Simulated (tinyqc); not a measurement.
Inside a calculation. Method: tight binding, dimerised chain. One step of it, computed by the program tinyqc.

Task: Open chain of 3 cells. The same hoppings without the wrap-around bond.

H of the open chain (eV):
```
[[0.510000, -1.370000, 0.000000, 0.000000, 0.000000, 0.000000],
 [-1.370000, -0.510000, -2.240000, 0.000000, 0.000000, 0.000000],
 [0.000000, -2.240000, 0.510000, -1.370000, 0.000000, 0.000000],
 [0.000000, 0.000000, -1.370000, -0.510000, -2.240000, 0.000000],
 [0.000000, 0.000000, 0.000000, -2.240000, 0.510000, -1.370000],
 [0.000000, 0.000000, 0.000000, 0.000000, -1.370000, -0.510000]]
```

Give: levels; weights of the highest filled level on the sites.

Result:

levels (eV): [-3.288, -2.291, -0.621, 0.621, 2.291, 3.288]

weights of the highest filled level on the sites: [0.064, 0.044, 0.021, 0.213, 0.004, 0.654]

The bulk gap runs from -1.0085 to 1.0085 eV; 2 level(s) of this chain lie inside it: end states, which need the weaker bond inside the cell and a chain longer than their decay length.
